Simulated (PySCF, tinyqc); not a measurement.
G0W0 on RHF in the sto-3g basis, for H3+, spin multiplicity 1, step by step. The lowest restricted solution is unstable here: a spin-polarised one lies 0.0022 hartree lower (PySCF). Computed by tinyqc, a small Python program that keeps every step (integrals from PySCF). Settings: charge = 1, multiplicity = 1, basis = sto-3g, method = RHF, energy threshold = 1e-10, iteration cap = 68, orthogonalisation = symmetric, start = core, DIIS depth = 6. Command: `OMP_NUM_THREADS=1 python tinyqc.py 29748 29749 out.jsonl` (the two numbers bound the seeds that draw the settings). One thread of a shared host (Intel(R) Xeon(R) Processor @ 2.60GHz), about 0.04 s of CPU time with the checks. The early iterations of the SCF are left out here.

## One-electron integrals

Geometry (angstrom):
```
atom        x        y         z
H     0.00000  0.00000   0.00000
H     0.00000  0.00000   1.10800
H     0.00000  0.00000  -1.10800
```

Basis sto-3g: exponents (1/bohr^2) and contraction coefficients of normalised primitives:
```
element  l (shell)  exponent  coefficient
H            s (1)   3.42525      0.15433
H            s (1)   0.62391      0.53533
H            s (1)   0.16886      0.44463
```

Overlap, kinetic and nuclear-attraction integrals over the contracted functions; the nuclear repulsion is the sum of Za Zb / Rab.

nuclear repulsion = 1.1939919 hartree

overlap S, order 1H 1s, 2H 1s, 3H 1s:
```
[[1.00000, 0.43522, 0.43522],
 [0.43522, 1.00000, 0.08275],
 [0.43522, 0.08275, 1.00000]]
```

kinetic energy T (hartree), order 1H 1s, 2H 1s, 3H 1s:
```
[[0.76003, 0.07600, 0.07600],
 [0.07600, 0.76003, -0.01145],
 [0.07600, -0.01145, 0.76003]]
```

nuclear attraction V (hartree), order 1H 1s, 2H 1s, 3H 1s:
```
[[-2.16262, -0.80364, -0.80364],
 [-0.80364, -1.93339, -0.14148],
 [-0.80364, -0.14148, -1.93339]]
```

core Hamiltonian H = T + V (hartree), order 1H 1s, 2H 1s, 3H 1s:
```
[[-1.40259, -0.72764, -0.72764],
 [-0.72764, -1.17336, -0.15293],
 [-0.72764, -0.15293, -1.17336]]
```

## Two-electron integrals

Functions are numbered as in S; the eight-fold symmetry (ij|kl) = (ji|kl) = (kl|ij) leaves the list below.

Two-electron integrals (ij|kl) in chemists' order, unique and non-zero (hartree):
```
(11|11) 0.77461   (21|11) 0.26228   (21|21) 0.11805   (22|11) 0.44430
(22|21) 0.26228   (22|22) 0.77461   (31|11) 0.26228   (31|21) 0.08309
(31|22) 0.13890   (31|31) 0.11805   (32|11) 0.04777   (32|21) 0.01847
(32|22) 0.03665   (32|31) 0.01847   (32|32) 0.00342   (33|11) 0.44430
(33|21) 0.13890   (33|22) 0.23844   (33|31) 0.26228   (33|32) 0.03665
(33|33) 0.77461
```

## Orthogonalisation

S = U s U^T; symmetric (Loewdin) form X = U s^(-1/2) U^T, so that X^T S X = 1.

eigenvalues of S: [0.42450, 0.91725, 1.65825]

X, order 1H 1s, 2H 1s, 3H 1s:
```
[[1.18113, -0.26749, -0.26749],
 [-0.26749, 1.08720, 0.04307],
 [-0.26749, 0.04307, 1.08720]]
```

## Iteration 9 (converged): orbitals

converged F (hartree), order 1H 1s, 2H 1s, 3H 1s:
```
[[-0.70624, -0.55578, -0.55578],
 [-0.55578, -0.51161, -0.20437],
 [-0.55578, -0.20437, -0.51161]]
```

Diagonalise F' = X^T F X, C = X C', fill 1 alpha and 1 beta electrons from the bottom; D = 2 C_occ C_occ^T. Each column has its largest component positive (the first on a tie).

F' = X^T F X (hartree):
```
[[-0.38533, -0.38191, -0.38191],
 [-0.38191, -0.33928, -0.00432],
 [-0.38191, -0.00432, -0.33928]]
```

orbital energies (hartree): [-0.90497, -0.33496, 0.17604]

coefficients C, order 1H 1s, 2H 1s, 3H 1s:
```
[[0.58888, 0.00000, 1.09151],
 [0.36136, 0.73831, -0.76140],
 [0.36136, -0.73831, -0.76140]]
```

D after iteration 9, order 1H 1s, 2H 1s, 3H 1s:
```
[[0.69356, 0.42559, 0.42559],
 [0.42559, 0.26116, 0.26116],
 [0.42559, 0.26116, 0.26116]]
```

## Convergence

Stop when the energy changes by less than 1e-10 hartree and every element of the error matrix X^T (F D S - S D F) X is below 3e-06.

Course of the cycle:
```
iteration  E (hartree)     change  largest element of the error matrix
1           -1.1279979          -                             1.78e-01
2           -1.1625222  -3.45e-02                             2.32e-02
3           -1.1630936  -5.71e-04                             8.93e-05
4           -1.1630936  -6.91e-09                             3.79e-05
5           -1.1630936  -9.09e-10                             2.41e-05
6           -1.1630936  -2.84e-10                             1.76e-05
7           -1.1630936  -1.24e-10                             1.39e-05
8           -1.1630936  -2.04e-10                             1.15e-08
9           -1.1630936  -4.44e-16                             1.45e-11
```

PySCF RHF in the same basis = -1.1630936 hartree

Converged in 9 iterations.

## Integrals over molecular orbitals

(pq|rs) = sum C_ip C_jq C_kr C_ls (ij|kl), one index at a time.

one-electron integrals over orbitals h = C^T H C (hartree):
```
[[-1.45212, 0.00000, -0.09321],
 [0.00000, -1.11249, 0.00000],
 [-0.09321, 0.00000, -0.78990]]
```

Two-electron integrals over orbitals (pq|rs), unique and non-zero (hartree):
```
(11|11) 0.54715    (21|21) 0.14679    (22|11) 0.46216    (22|22) 0.51899
(31|11) 0.09321    (31|22) -0.04537   (31|31) 0.13935    (32|21) -0.14358
(32|32) 0.16072    (33|11) 0.55265    (33|22) 0.49096    (33|31) 0.08045
(33|33) 0.58825
```

## Screening: direct RPA

With D = e_a - e_i and K = (ia|jb): diagonalise D^(1/2) (D + 4K) D^(1/2) = Z w^2 Z^T; X + Y = D^(1/2) Z w^(-1/2), each column of Z with its largest component positive (the first on a tie); E_c = (sum w - tr (D + 2K)) / 2.

D^(1/2) (D + 4K) D^(1/2) (hartree^2), order 1>2, 1>3:
```
[[0.65960, 0.00000],
 [0.00000, 1.77113]]
```

excitation energies w (hartree): [0.81216, 1.33084]

X + Y, order 1>2, 1>3:
```
[[0.83776, 0.00000],
 [0.00000, 0.90126]]
```

RPA correlation energy = -0.0401505 hartree

## G0W0 on Hartree-Fock: HOMO

W(p,q,m) = sqrt2 sum_ia (pq|ia) (X+Y)_ia,m; Sigma_c(x) = sum_(i,m) W^2/(x - e_i + w_m) + sum_(a,m) W^2/(x - e_a - w_m); solve x = e_p + Sigma_c(x) by Newton steps; Z = 1/(1 - dSigma/dx); 1 hartree = 27.211386 eV.

The 12 largest terms at x = e_p (hartree; W for the signs of X + Y given):
```
q  m        W      term
2  1  0.17391  -0.02188
3  2  0.17761  -0.01308
1  2  0.11880   0.01061
```

Newton steps (hartree):
```
step         x  Sigma_c(x)        Z
0     -0.90497    -0.02436  0.97161
1     -0.92863    -0.02367  0.97193
2     -0.92864    -0.02367  0.97193
```

quasiparticle energy of the HOMO = -25.26947 eV

Hartree-Fock value = -24.62541 eV

## G0W0 on Hartree-Fock: LUMO

As before.

The 12 largest terms at x = e_p (hartree; W for the signs of X + Y given):
```
q  m         W      term
1  1   0.17391   0.02188
3  1  -0.17011  -0.02187
2  2  -0.05783  -0.00251
```

Newton steps (hartree):
```
step         x  Sigma_c(x)        Z
0     -0.33496    -0.00250  0.96688
1     -0.33738    -0.00242  0.96690
2     -0.33738    -0.00242  0.96690
```

quasiparticle energy of the LUMO = -9.18047 eV

Hartree-Fock value = -9.11466 eV
